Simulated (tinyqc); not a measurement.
Solubility, supersaturation, precipitation and gettering of an impurity in a silicon-like host. Changing the anneal temperature T. Computed by tinyqc, a small Python program. Command: `OMP_NUM_THREADS=1 python tinyqc.py 3001553 3001554 out.jsonl ripen sweep`. One thread of a shared host (Intel(R) Xeon(R) Processor @ 2.30GHz), about 0.01 s of CPU time with the checks.

The wafer was saturated at T1 and is then held at T.

Inputs (values chosen for the exercise, modelled on oxygen in silicon): site density N0 = 5e+22 1/cm^3; enthalpy of solution H = 1.52 eV; entropy of solution S = 0.58 k_B; diffusion prefactor D0 = 0.13 cm^2/s; migration energy Q = 2.52 eV; temperature of saturation T1 = 1325 K; sink density n = 2.8e+11 1/cm^3; initial sink radius r0 = 10 nm; impurity density in the precipitate C_p = 3e+22 1/cm^3; interface energy gamma = 0.53 J/m^2; anneal time t = 150000 s.

Constants: k_B = 8.617333262e-05 eV/K; k_B = 1.380649e-23 J/K.

Method:
- C_eq(T) = N0 exp(S/k_B - H/(k_B T)); D(T) = D0 exp(-Q/(k_B T)); C0 = C_eq(T1). Supersaturation s = C0/C_eq(T); critical radius r* = 2 gamma/(C_p k_B T ln s); barrier W* = (4 pi/3) gamma r*^2. Strain energy is left out.
- tau0 = 1/(4 pi n r0 D); C_fixed(t) = C_eq + (C0 - C_eq) exp(-t/tau0). If all excess precipitates, the final radius is r_f = [r0^3 + 3 (C0 - C_eq)/(4 pi n C_p)]^(1/3), with tau_f = 1/(4 pi n r_f D).
- Growing sinks: with y = r/r_f and y0 = r0/r_f, dy/dt = (1 - y^3)/(3 tau_f y), which integrates to t/tau_f = F(y) - F(y0), F(y) = (1/2) ln[(1 + y + y^2)/(1 - y)^2] - sqrt(3) arctan[(2y + 1)/sqrt(3)]; the share of the excess left is (1 - y^3)/(1 - y0^3), and C(t) = C_eq + (C0 - C_eq) x share.

One run for each value; columns: (1) anneal temperature T (K); (2) C(t) with growing sinks (1/cm^3); (3) tau_f (s); (4) supersaturation s; (5) critical radius r* (nm); (6) W*/(k_B T):
```
(1)         (2)        (3)        (4)    (5)   (6)
729   1.477e+17  3.331e+11  5.330e+04  0.323    23
795   1.477e+17  1.192e+10  7.150e+03  0.363    27
861   1.477e+17  7.108e+08  1.305e+03  0.414    32
928   1.475e+17  6.125e+07  2.974e+02  0.484    41
994   1.460e+17  7.575e+06  8.418e+01  0.581    55
1060  1.374e+17  1.221e+06  2.788e+01  0.725    80
1130  9.772e+16  2.252e+05  9.947e+00  0.986   138
1190  4.779e+16  6.339e+04  4.528e+00  1.424   274
1260  7.435e+16  1.804e+04  1.987e+00  2.958  1116
```

What does the table show, and why?

Over the rows, C(t) with growing sinks (1/cm^3) goes from 1.48e17 through a minimum among these rows, 4.78e16 at 1190, to 7.43e16; tau_f (s) falls from 3.33e11 to 18000 (exponent d ln y / d ln x -38 between the first rows and -22 between the last). When cold, diffusion is too slow for the time given; when hot, the solubility sets the floor.

Caution (rows 729, 795, 861): the barrier to homogeneous nucleation is below 35 k_B T for these inputs, so new precipitates would form and outnumber the fixed sinks assumed here. Caution (rows 729, 795): a critical radius of atomic size is outside the capillary model.

Extremes, crossings and ranges named in words are read from the listed rows.
